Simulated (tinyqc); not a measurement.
What moves the results: double quantum well by finite differences. A value that a table varies takes the place of the one given here.

Finite differences on points z_i at the centres of cells of width h: H_ii = (c/h^2)(1/m_(i-1/2) + 1/m_(i+1/2)) + V_i, H_(i,i+1) = -(c/h^2)/m_(i+1/2), where m_(i+1/2) is the mean of the masses at the two points (the end values are repeated outwards), psi = 0 on the points beyond both ends, c = hbar^2/2m0. The field adds e F (z - z0) with z0 the middle of the structure; 1 kV/cm = 1e-5 eV/angstrom.

Constants: hbar^2/2m0 = 3.80998211 eV angstrom^2.

Parameters, chosen for this exercise (near those of an InGaAs well in InP; the results hold for these values, not for the real material): layers = ((84, 0.238, 0.077), (63, 0, 0.041), (21, 0.238, 0.077), (63, 0, 0.041), (84, 0.238, 0.077)) (each layer: thickness in angstrom, band edge in eV, mass in m0); hf = 1.3125 angstrom (cell width of the fine grid); Fs = (0, 8.33, 16.7, 25, 33.3, 41.7, 50) kV/cm (fields); F = 0 kV/cm (field along z); ws = (5.25, 10.5, 15.75, 21, 31.5, 42, 63) angstrom (widths of the middle barrier).

## Stark shift

Fine grid. Perturbation theory: dE1 = e F z_11 - beta (e F)^2 with beta = sum_j z_1j^2/(E_j - E_1) over the 13 next levels at zero field, z from z0.

Levels against field:
```
F (kV/cm)  E1 (eV)  E2 (eV)  dE1 (meV)  second order (meV)  <z - z0> (angstrom)  E2 - E1 (meV)
0           0.0564   0.0822       0.00                0.00                  0.0           25.7
8.33        0.0559   0.0826      -0.48               -0.49                -11.4           26.7
16.7        0.0546   0.0838      -1.84               -1.97                -20.8           29.3
25.0        0.0525   0.0857      -3.87               -4.41                -27.7           33.2
33.3        0.0500   0.0879      -6.38               -7.82                -32.4           37.9
41.7        0.0472   0.0904      -9.25              -12.26                -35.8           43.3
50.0        0.0441   0.0931     -12.33              -17.63                -38.2           49.0
```

z_11 = 0.00 angstrom
beta = 7.051e+04 angstrom^2/eV

At zero field the state is centred, so the shift starts as F^2; it turns linear only if the state is pulled to one side. At 50 kV/cm E1 has moved by -12.33 meV, where second order gives -17.63 meV; the two first part by more than 10 % at 25 kV/cm. The electron moves by -38.2 angstrom, against the rise of the potential. E2 - E1 grows with the field; the ends are 25.7 and 49.0 meV.

## Order of mass and momentum

Fine grid. Hermitian kinetic operators m^a p m^b p m^a with 2a + b = -1: H_ii = (c/h^2) m_i^(2a) (m_(i-1/2)^b + m_(i+1/2)^b) + V_i, H_(i,i+1) = -(c/h^2) m_i^a m_(i+1)^a m_(i+1/2)^b; BenDaniel-Duke is a = 0. The halved form has H_ii = 2c/(h^2 m_i) + V_i and H_(i,i+1) = -(c/2h^2)(1/m_i + 1/m_(i+1)). The shifts are measured against BenDaniel-Duke; the last column repeats E1 with cells of hf/4.

Levels (eV):
```
operator                             E1      E2  E1 - E1(BDD) (meV)  E1 at hf/4
BenDaniel-Duke                   0.0564  0.0822                 0.0      0.0564
(1/m) p^2 + p^2 (1/m), halved   -0.0562  0.0122              -112.6     -1.4085
m^(-1/2) p^2 m^(-1/2)            0.0819  0.1139                25.5      0.0819
m^(-1/4) p m^(-1/2) p m^(-1/4)   0.0686  0.0978                12.2      0.0687
one mass, the smallest           0.0633  0.1034                 6.9      0.0634
```

The three forms m^a p m^b p m^a span 25.5 meV in E1, 99 % of E2 - E1; they differ only at the mass steps (largest to smallest mass 1.88), where m^a psi is the continuous quantity. Dropping the mass step altogether moves E1 by +6.9 meV. Refining the grid moves the halved form by -1352.3 meV, against at most 0.06 meV for the other three: at an abrupt step it has no limit as the grid is refined.

## Middle barrier of the double well

Fine grid, zero field, the third layer set to each width in turn. kappa = sqrt(m (V - E)/c) in that layer at the mean of E1 and E2 of the last row.

Splitting:
```
width (angstrom)  E1 (eV)  E2 (eV)  E2 - E1 (meV)  ln(E2 - E1)
5.25               0.0390   0.1035          64.48        4.166
10.50              0.0466   0.0943          47.64        3.864
15.75              0.0523   0.0873          35.05        3.557
21.00              0.0564   0.0822          25.75        3.248
31.50              0.0618   0.0757          13.88        2.631
42.00              0.0647   0.0722           7.49        2.014
63.00              0.0673   0.0695           2.19        0.783
```

kappa = 0.0586 1/angstrom

The splitting falls from 64.5 to 2.19 meV; the last slope of its logarithm is -0.0586 per angstrom, against -kappa = -0.0586: for equal wells the splitting is twice the tunnelling matrix element.

Program tinyqc; command `OMP_NUM_THREADS=1 python tinyqc.py 1251134 1251135 out.jsonl`; about 0.02 s on one thread of a shared Intel(R) Xeon(R) Processor @ 2.30GHz.
